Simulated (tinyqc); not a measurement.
Worked calculation: nanosheet or nanowire with hard walls, valleys of the Ge type. Values are carried at full precision from step to step, so a last printed digit may differ when a step is redone from the rounded ones.

Four ellipsoidal valleys along <111>: inverse mass tensor w = 1/mt + (1/ml - 1/mt) a a^T with a the unit axis. Device axes: x along the channel, z = [001], y = z x x. The Gamma and Delta valleys are left out; the heavy Delta valleys, about 0.18 eV up, lie lowest once the L levels pass about 0.2 eV.

Constants: hbar^2/2m0 = 3.80998211 eV angstrom^2; hbar = 6.58211957e-16 eV s; e^2/h = 3.874045865e-05 S; kB = 8.617333262e-05 eV/K.

Inputs chosen for the exercise (near those of Ge; the results hold for these values, not for the real material): ml = 1.563 m0 (longitudinal mass); mt = 0.081 m0 (transverse mass); channel = 100 (transport direction x on a (001) wafer); W = 110 angstrom (width, along y); H = 62 angstrom (height, along z = [001]); dE = 0.118 eV (EF above the lowest subband edge); T = 350 K (temperature); g_all = 4 (number of valleys).

## Valley masses for a [100] channel

Rotate w into the device axes and group equal valleys (|w_yz| counts); order by w_zz, then w_yy. 1/m_x = w_xx - w_xc w_c^-1 w_cx with c the block (y, z).

Valleys:
```
group  valleys g    w_yy    w_zz  |w_yz|  m_x (m0)
A              4  8.4437  8.4437  3.9020    0.5750
```

The lightest transport mass, 0.575 m0, belongs to group A.

## One-dimensional subbands

Hard walls around a W x H rectangle. The block w_c of w in (y, z) confines; the transport mass follows from 1/m_x = w_xx - w_xc w_c^-1 w_cx. The cross-section problem c (w_yy ky^2 + 2 w_yz ky kz + w_zz kz^2), c = hbar^2/2m0, is solved in products sin(n pi y/W) sin(l pi z/H), n, l = 1 to 12; if w_yz = 0 the levels are c pi^2 (w_yy n^2/W^2 + w_zz l^2/H^2). The w_yz term couples (n, l) to (n', l') by -2 c w_yz D_nn'(W) D_ll'(H) with D_nm(L) = 4 n m/(L (n^2 - m^2)) for n + m odd and 0 otherwise.

The ten lowest levels of all groups together, numbered within each group.

Subbands:
```
label  valleys g  m_x (m0)  E (eV)
A1             4    0.5750  0.1052
A2             4    0.5750  0.1717
A3             4    0.5750  0.2766
A4             4    0.5750  0.3518
A5             4    0.5750  0.4131
A6             4    0.5750  0.4257
A7             4    0.5750  0.5546
A8             4    0.5750  0.5684
A9             4    0.5750  0.7297
A10            4    0.5750  0.7404
```

The lowest subband is A1; the number of further ones in the list within kB T = 30.2 meV of it at 350 K is 0.

## Modes, density and velocity at zero temperature

With EF = E_lowest + dE, each subband below EF has k_F = sqrt(m_x (EF - E)/c), carries n = 2 g k_F/pi electrons per length (spin included), moves at v = 2 c k_F/(hbar m_x) and adds 2 g e^2/h to the ballistic conductance; c = hbar^2/2m0, 1 angstrom/s = 1e-8 cm/s.

Occupied subbands:
```
label  k_F (1/angstrom)  n (1/nm)  v (1e7 cm/s)
A1               0.1334     3.398          2.69
A2               0.0882     2.246          1.78
```

total n = 5.644 1/nm
ballistic conductance = 619.8 microsiemens

EF lies below the last listed level, so the count is complete for these valleys (other families, and non-parabolicity above about 0.2 eV, are left out): 2 subbands with 8 valley modes. The Fermi velocity, averaged with the densities as weights, is 2.32 x 1e7 cm/s; the mean over all filled states moving one way is half of it.

## Threshold shift from confinement

Without degeneracy the line density is N1 exp((EF - Ec)/kB T) with N1 = sum 2 g sqrt(m_x kB T/(4 pi c)) exp(-E/kB T), here over n, l up to 80 where w_yz = 0 and over all levels of a 12 x 12 sine basis otherwise; the classical value is W H Nc with Nc = 2 g_all (m_dos kB T/(4 pi c))^(3/2), m_dos = (ml mt^2)^(1/3); dVt = kB T ln(W H Nc/N1).

Form N1, W H Nc and dVt.

N1 = 0.05184 1/nm
W H Nc = 0.8736 1/nm
dVt = 85.2 mV

## Checks

- Lowest level of group A on a 40 x 40 difference grid against the sine basis, eV: both 0.105.

(tinyqc, `OMP_NUM_THREADS=1 python tinyqc.py 1282557 1282558 out.jsonl`, Intel(R) Xeon(R) Processor @ 2.30GHz, 1 thread, shared host, about 0.2 s.)
